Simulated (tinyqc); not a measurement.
Inside a calculation. Model: electroplating on a thin resistive seed layer: kinetics, Wagner number and the terminal effect across a wafer. Computed by tinyqc, a small Python program that keeps every step. Command: `OMP_NUM_THREADS=1 python tinyqc.py 3120763 3120764 out.jsonl terminal walk`. One thread of a shared host (Intel(R) Xeon(R) Processor @ 2.30GHz), about 0.02 s of CPU time with the checks. Intermediate numbers are printed to about 5 digits and carried at full precision; extremes and crossings named in words are read from the listed rows.

Current enters the seed at the rim. The bath is treated as a local resistance per area (no lateral flow in the liquid), two electrons per ion, molar volume 7.11 cm^3/mol, Faraday constant F = e N_A, kinematic viscosity 0.01 cm^2/s, omega = 2 pi x rpm/60; k_B T/e is in volts.

Inputs (values chosen for the exercise, of the order of those for copper plating on a thin cobalt or ruthenium seed):
```
quantity                               value         unit
wafer radius R                            15           cm
seed thickness t                          27           nm
seed resistivity                          25  microohm cm
bath conductivity kappa                0.046         S/cm
gap to the anode h                         8           cm
extra resistance of a porous plate         0     ohm cm^2
exchange current density i_0            0.63      mA/cm^2
cathodic transfer coefficient alpha     0.49            -
mean current density                     8.3      mA/cm^2
diffusivity of the metal ion         6.6e-06       cm^2/s
metal ion concentration                 0.54        mol/L
rotation rate                             30          rpm
temperature T                            298            K
```

Constants: e = 1.602176634e-19 C; N_A = 6.02214076e+23 1/mol; k_B = 8.617333262e-05 eV/K.

## Rate, limit and resistances

Growth rate = i V_m/(2 F). Levich limit i_L = 0.62 x 2 F D^(2/3) omega^(1/2) nu^(-1/6) c. Tafel overpotential eta = (k_B T/(alpha e)) ln(i/i_0); kinetic resistance k_B T/(alpha e i); bath resistance h/kappa + plate; R_s = resistivity/t; Wagner number = kinetic resistance x kappa/R.

growth rate = 183.49 nm/min

limiting current i_L = 86.806 mA/cm^2

overpotential = 135.12 mV

kinetic resistance = 6.3142 ohm cm^2

bath resistance R_b = 173.91 ohm cm^2

sheet resistance R_s = 9.2593 ohm/square

Wagner number = 0.019363

## Linear estimate of the terminal effect

Linearised: with R_t = kinetic + bath resistance the current density obeys (1/r)(r i')' = i R_s/R_t, so i = A I_0(r/l), l = sqrt(R_t/R_s); with x = R/l, edge/centre = I_0(x) and edge/mean = x I_0(x)/(2 I_1(x)). Voltage drop in the seed for a uniform current: i R_s R^2/4.

length l = 4.4119 cm

x = R/l = 3.3999

edge over centre, linear = 6.7844

edge over mean, linear = 2.0342

drop for uniform current = 4322.9 mV

## Current distribution

Full model: seed potential phi(r) with (1/r)(r phi')' = R_s i, where i solves phi = R_b i + (k_B T/(alpha e)) ln(i/i_0) (phi being the driving voltage left at r); phi'(0) = 0 and phi'(R) = R_s i_mean R/2. Solved by collocation to a tolerance of 1e-7.

Across the wafer:
```
r/R   i (mA/cm^2)  i/mean  i/mean, linear
0.00        2.554  0.3077          0.2998
0.20        2.837  0.3418          0.3355
0.40        3.797  0.4575          0.4553
0.60        5.815  0.7006          0.7029
0.75        8.476  1.0212          1.0250
0.90       12.750  1.5361          1.5364
1.00       16.943  2.0414          2.0342
```

edge over centre, full model = 6.6336

The full model gives 6.63 against 6.78 from the linear form; the kinetic resistance, which the linear form holds fixed, is a small part of R_t here.

## As the film thickens, and with more bath resistance

The film is taken as uniform, with the seed resistivity; the last column adds 100 ohm cm^2 to R_b. Extra power of that plate = i^2 x 100 ohm cm^2 x area.

Edge over centre:
```
thickness (nm)  R_s (ohm/square)  as given  with 100 ohm cm^2 more
27.0                      9.2593    6.6336                  3.9018
40.5                      6.1728    4.0426                  2.6745
54.0                      4.6296    3.0448                  2.1666
81.0                      3.0864    2.2179                  1.7217
135.0                     1.8519    1.6663                  1.4076
270.0                     0.9259    1.3105                  1.1947
540.0                     0.4630    1.1498                  1.0951
```

extra power = 4.8695 W

The ratio falls below 1.1 in none of these rows as given, and from 540 nm on with the added resistance: what counts is R_s R^2 against the sum of kinetic and bath resistance.

Checks made by the program: mean of the distribution (relative difference 3e-07).
